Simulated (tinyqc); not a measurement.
Worked calculation: Raman shift of the zone-centre optical phonon of a diamond-structure crystal under stress. Computed by tinyqc, a small Python program that keeps every step. Command: `OMP_NUM_THREADS=1 python tinyqc.py 3024370 3024371 out.jsonl ramanstress walk`. One thread of a shared host (Intel(R) Xeon(R) Processor @ 2.30GHz), about 0.01 s of CPU time with the checks. Intermediate numbers are printed to about 6 digits and carried at full precision; extremes and crossings named in words are read from the listed rows.

Axes x, y, z are the cube axes. Strain shifts the threefold optical mode and can split it; p, q and r are the phonon deformation potentials.

Inputs (values chosen for the exercise, modelled on diamond):
```
quantity                             value      unit
unstrained frequency omega_0          1331      1/cm
p/omega_0^2                          -2.83         -
q/omega_0^2                          -1.75         -
r/omega_0^2                          -1.81         -
C11                                   1084       GPa
C12                                  124.2       GPa
C44                                  580.9       GPa
stress sigma (tension positive)      -0.58       GPa
polarisation angle phi                  30    degree
temperature coefficient d omega/dT  -0.012  1/(cm K)
local temperature T                    330         K
laser wavelength                       488        nm
```

Stress state: hydrostatic. Axis: none.

Constants: h = 6.62607015e-34 J s; c = 299792458 m/s; k_B = 1.380649e-23 J/K.

## Compliances

S11 = (C11 + C12)/D, S12 = -C12/D, D = (C11 - C12)(C11 + 2 C12), S44 = 1/C44.

S11 = 0.944764 1/TPa

S12 = -0.0971195 1/TPa

S44 = 1.72147 1/TPa

## Stress and strain tensors

Hydrostatic stress: sigma_ij = sigma delta_ij. eps_xx = S11 sigma_xx + S12 (sigma_yy + sigma_zz), and cyclic; eps_xy = S44 sigma_xy/2 (tensor strain).

stress (GPa):
```
       x      y      z
x  -0.58   0.00   0.00
y   0.00  -0.58   0.00
z   0.00   0.00  -0.58
```

strain (per mille):
```
           x          y          z
x  -0.435305   0.000000   0.000000
y   0.000000  -0.435305   0.000000
z   0.000000   0.000000  -0.435305
```

volume strain = -1.30591 per mille

## Secular matrix and shifts

Secular matrix: M_xx = p eps_xx + q (eps_yy + eps_zz), M_xy = 2 r eps_xy; its eigenvalues are omega^2 - omega_0^2, and the shifts are these over 2 omega_0.

M/(2 omega_0) (1/cm):
```
         x        y        z
x  1.83377  0.00000  0.00000
y  0.00000  1.83377  0.00000
z  0.00000  0.00000  1.83377
```

shifts, in rising order (1/cm): 1.83377  1.83377  1.83377

The three modes stay degenerate. Compression hardens every mode.

## Mean shift and Grueneisen parameter

gamma = -(p + 2q)/(6 omega_0^2); the mean of the three shifts is -gamma omega_0 x (volume strain).

mode Grueneisen parameter gamma = 1.055

mean shift = 1.83377 1/cm

## The line seen from a (001) surface

Backscattering from a (001) surface: incident polarisation (cos phi, sin phi, 0). With Raman tensors (R_z)_xy = (R_z)_yx = 1 and cyclic, only the z component u_z of a mode counts: I = u_z^2 sin^2(2 phi) for parallel and u_z^2 cos^2(2 phi) for crossed polarisers. An unresolved line sits at the intensity-weighted shift, which is M_zz/(2 omega_0).

total intensity, parallel = 0.75

total intensity, crossed = 0.25

shift of the observed line = 1.83377 1/cm

shift per stress = -3.16167 1/(cm GPa)

stress per shift = -316.288 MPa cm

The z-polarised mode is an eigenmode here, so one line is seen. Caution: this stress has components normal to the (001) face, so it cannot reach a free (001) surface; it can act on buried material.

## The same stress in different states

Uniaxial: sigma n n^T; biaxial: sigma (1 - n n^T); hydrostatic: sigma 1. The line seen from (001) is taken as unresolved, at the intensity-weighted shift M_zz/(2 omega_0).

Shifts (1/cm):
```
state                   lowest   middle  highest  line seen from (001)
uniaxial [100]         0.46648  0.46648  0.90081               0.46648
uniaxial [110]         0.08230  0.46648  1.28499               0.46648
uniaxial [001]         0.46648  0.46648  0.90081               0.90081
uniaxial [111]         0.21036  0.21036  1.41305               0.61126
biaxial, normal [001]  0.93296  1.36729  1.36729               0.93296
biaxial, normal [111]  0.42072  1.62341  1.62341               1.22251
hydrostatic            1.83377  1.83377  1.83377               1.83377
```

Seen from (001), uniaxial stress along [100] and along [110] give the same shift (0.466), and equal biaxial stress in the plane gives twice as much (0.933), since only sigma_xx + sigma_yy and sigma_zz enter M_zz. Stress along [001] gives 0.901. One measured shift therefore fixes the stress only once its state is assumed: read as uniaxial in the plane, a shift implies twice the stress that it does read as biaxial.

## Heating mistaken for stress

A temperature above 300 K shifts the line by (d omega/dT)(T - 300 K); divided by the shift per stress it poses as a stress; the total shift adds it to the shift of the observed line. The anti-Stokes to Stokes ratio is [(omega_L + omega_0)/(omega_L - omega_0)]^3 exp(-h c omega_0/(k_B T)) in photon counts, omega_L = 1/wavelength, resonance effects left out.

thermal shift = -0.36 1/cm

apparent stress from heating = 0.113864 GPa

total shift = 1.47377 1/cm

anti-Stokes/Stokes ratio = 0.00445913

Heating poses as tension, 20 % of the true stress in size; the intensity ratio gives T apart from the shift.

Checks made by the program: mean of the eigenvalues against the trace rule (relative difference below 1e-10); weighted mean of the modes against M_zz (relative difference below 1e-10).
